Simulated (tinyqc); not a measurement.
Inside a calculation: optical gain and spontaneous emission in a bulk direct-gap semiconductor. Values are carried at full precision from step to step, so a last printed digit may differ when a step is redone from the rounded ones.

F_j(eta) = (1/Gamma(j + 1)) integral_0^infinity x^j dx/(1 + exp(x - eta)), which tends to exp(eta) for eta << 0.

Quasi-Fermi levels: n = Nc F_1/2(Fc/kT) and p = Nv F_1/2(Fv/kT), Fc counted up from the conduction edge and Fv down from the valence edge; Nc, Nv from N = 2 (m kB T/(4 pi c))^(3/2) with c = hbar^2/2m0, in 1/angstrom^3; times 1e24 for 1/cm^3, with me and (mhh^(3/2) + mlh^(3/2))^(2/3).

Constants: hbar^2/2m0 = 3.80998211 eV angstrom^2; kB = 8.617333262e-05 eV/K; fine-structure constant alpha = 0.007297352564; hbar = 6.58211957e-16 eV s; hbar c = 1973.269805 eV angstrom.

Inputs chosen for the exercise (near those of GaAs; not measured data): me = 0.0692 m0 (electron mass); mhh = 0.521 m0 (heavy-hole mass); mlh = 0.0795 m0 (light-hole mass); n = 2.8e+18 1/cm^3 (injected density, n = p); T = 300 K; Eg = 1.426 eV (direct gap); Ep = 24.7 eV (Kane energy); nr = 3.67 (refractive index); E = 1.495 eV (photon energy).

## Quasi-Fermi levels

Solve for Fc and Fv.

kT = 0.025852 eV
Nc = 4.568e+17 1/cm^3
Nv = 9.999e+18 1/cm^3
Fc = 0.0988 eV
Fv = -0.0304 eV
Fc + Fv = 0.0685 eV

The separation of the quasi-Fermi levels exceeds the gap, so photons between Eg and Eg + (Fc + Fv) see gain. The quasi-Fermi level of the electrons lies inside the band, that of the holes in the gap.

## Absorption of the empty crystal

Parabolic bands, vertical transitions, no excitons. For each hole band j: mr = me mj/(me + mj); joint density of states J_j(E) = (mr/c)^(3/2) sqrt(E - Eg)/(2 pi^2), both spins, c = hbar^2/2m0; averaged matrix element |e.p|^2 = m0 Ep/6; alpha_j(E) = 4 pi^2 alpha_f c Ep J_j/(3 nr E) in 1/angstrom (alpha_f the fine-structure constant, listed as alpha among the constants), times 1e8 for 1/cm.

Evaluate at E for heavy and light holes.

mr, J and alpha of each hole band:
```
hole   mr (m0)  J (1/(eV angstrom^3))  alpha (1/cm)
heavy  0.06109              2.702e-05        4449.8
light  0.03700              1.273e-05        2097.3
```

The heavy-hole band gives 68 % of the total, 6547 1/cm.

## Occupations and gain at E

For band j the electron sits at Ee = (E - Eg) mr/me above its edge and the hole at Eh = (E - Eg) mr/mj; fe = 1/(1 + exp((Ee - Fc)/kT)), fh = 1/(1 + exp((Eh - Fv)/kT)); gain g = sum_j alpha_j (fe + fh - 1).

Use mr and alpha from the table.

Energies, occupations and gain of each hole band:
```
hole   Ee (eV)  Eh (eV)     fe     fh  g (1/cm)
heavy   0.0609   0.0081  0.813  0.184       -14
light   0.0369   0.0321  0.917  0.082        -3
```

total gain = -17 1/cm

E - Eg = 0.0690 eV is above Fc + Fv = 0.0685 eV, so both bands give loss (Bernard-Duraffourg).

## Spontaneous emission

Spontaneous rate: R = integral of (nr E/(hbar c))^2/(pi^2 hbar) sum_j alpha_j fe fh dE, with alpha in 1/cm and (nr E/(hbar c))^2 in 1/cm^2 (1e16 per 1/angstrom^2); B = R/(n p); lifetime n/R.

Integrate over photon energy.

R = 1.22e+27 1/(cm^3 s)
B = 1.56e-10 cm^3/s
radiative lifetime = 2.29 ns

## Checks

- B at n = 1e13 1/cm^3 against the van Roosbroeck-Shockley value from alpha and ni^2 (cm^3/s): both 2.34e-10.

Run: tinyqc, `OMP_NUM_THREADS=1 python tinyqc.py 1650786 1650787 out.jsonl`; Intel(R) Xeon(R) Processor @ 2.30GHz, one thread, shared host; about 0.08 s of CPU time with all checks.
